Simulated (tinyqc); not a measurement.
Thermal boundary conductance by the acoustic and diffuse mismatch models: one step, computed by the program tinyqc.

Each side has one longitudinal and two transverse Debye branches, omega = v q up to q_D = (6 pi^2 n)^(1/3), with n counting all atoms. Scattering at the interface is elastic. Electrons are left out of G, also for metals. Melting is ignored. G refers to the temperatures of the phonons sent towards the interface. Linear branches over all atoms overstate G at high T, most for crystals with several atoms a cell.

Task: Boundary conductance. G = (k_B^4 T^3/(8 pi^2 hbar^3)) int W(x) x^4 e^x/(e^x - 1)^2 dx, x = hbar omega/(k_B T). Acoustic mismatch: W = sum over the three branches of alpha(1 to 2)/v_1^2, each up to the lower of its two cut-offs. Diffuse mismatch: W = S_1 S_2/(S_1 + S_2), where S_i sums 1/v^2 over the branches of side i still below their cut-off. Radiation limit: W = min(S_1, S_2). The integral is split at the four cut-offs (64 Gauss-Legendre points a piece, x at most 45). Boundary resistance R = 1/G and Kapitza length kappa_2/G use the diffuse value.

Inputs (values chosen for the exercise, modelled on aluminium (side 1) and titanium nitride (side 2)): conductivity kappa_2 = 24.6 W/(m K); temperature T = 300 K.

Structure: superlattice.

Branches:

| branch | v (m/s) | cut-off (K) | Z (1e6 kg/(m^2 s)) |
|---|---|---|---|
| L, side 1 | 6080 | 711.002 | 16.8416 |
| T, side 1 | 3120 | 364.856 | 8.6424 |
| L, side 2 | 10100 | 1409.539 | 55.0450 |
| T, side 2 | 6240 | 870.844 | 34.0080 |

Transmission:

| branch | t at normal incidence | largest angle from side 1 (deg) | alpha, 1 to 2 | alpha, 2 to 1 |
|---|---|---|---|---|
| L | 0.7175717 | 37.01185 | 0.2093732 | 0.5777722 |
| T | 0.6462927 | 30.00000 | 0.1947017 | 0.7788066 |

Constants: k_B = 1.380649e-23 J/K; hbar = 1.054571817e-34 J s.

Give: G, acoustic mismatch; G, diffuse mismatch; G, radiation limit; boundary resistance R; Kapitza length in side 2.

Result:

G, acoustic mismatch = 440.5 MW/(m^2 K)

G, diffuse mismatch = 851.7 MW/(m^2 K)

G, radiation limit = 1177 MW/(m^2 K)

boundary resistance R = 1.174 m^2 K/GW

Kapitza length in side 2 = 28.89 nm

The diffuse value is 1.93 times the acoustic one and 72 % of the radiation limit. Diffuse scattering raises G here: it ignores the impedance mismatch and lets phonons change direction and branch. Caution: at this temperature short waves carry the heat; linear branches up to q_D overstate their velocity, and inelastic processes, left out here, grow with T.
